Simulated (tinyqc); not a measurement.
From results back to parameters: statistics of electrons in three, two and one dimensions. Three cases, with inputs chosen for the exercise.

Problem. A sheet with one subband has n2 = (2/lambda^2) ln(1 + exp(eta)).

One band edge at E = 0, lambda = sqrt(4 pi c/(m1 kT)) with c = hbar^2/2m0. Densities with spin: n3 = (2/lambda^3) F_1/2(eta), n2 = (2/lambda^2) F_0(eta) with F_0 = ln(1 + exp(eta)), n1 = (2/lambda) F_-1/2(eta). F_j(eta) = (1/Gamma(j + 1)) integral_0^infinity x^j dx/(1 + exp(x - eta)), which tends to exp(eta) for eta << 0.

Constants: hbar^2/2m0 = 3.80998211 eV angstrom^2; kB = 8.617333262e-05 eV/K.

Find: n2 lambda^2/2; eta; EF above the subband edge.

Method. eta = ln(exp(n2 lambda^2/2) - 1), with n2 in 1/angstrom^2.

Case 1.

Values chosen (out of a larger set: near those of Si, lowest valleys alone; not measured data): m1 = 0.179 m0 (mass of one isotropic band with spin); T = 300 K.

n2 = 2.52364e+11 1/cm^2

Solution.

n2 lambda^2/2 = 0.1306
eta = -1.970
EF above the subband edge = -50.93 meV

Case 2.

Values chosen (out of a larger set: near those of GaN, lowest valleys alone; not measured data): m1 = 0.199 m0 (mass of one isotropic band with spin); T = 80 K.

n2 = 9.70360e+11 1/cm^2

Solution.

n2 lambda^2/2 = 1.6932
eta = 1.490
EF above the subband edge = 10.27 meV

Case 3.

Values chosen (out of a larger set: near those of GaN, lowest valleys alone; not measured data): m1 = 0.2 m0 (mass of one isotropic band with spin); T = 175 K.

n2 = 3.09857e+12 1/cm^2

Solution.

n2 lambda^2/2 = 2.4594
eta = 2.370
EF above the subband edge = 35.74 meV

Computed by tinyqc, one run a case: `OMP_NUM_THREADS=1 python tinyqc.py N N+1 out.jsonl` with N = 1652378, 1652438, 1652454; one thread of a shared Intel(R) Xeon(R) Processor @ 2.30GHz, about 0.01 s a run at most.
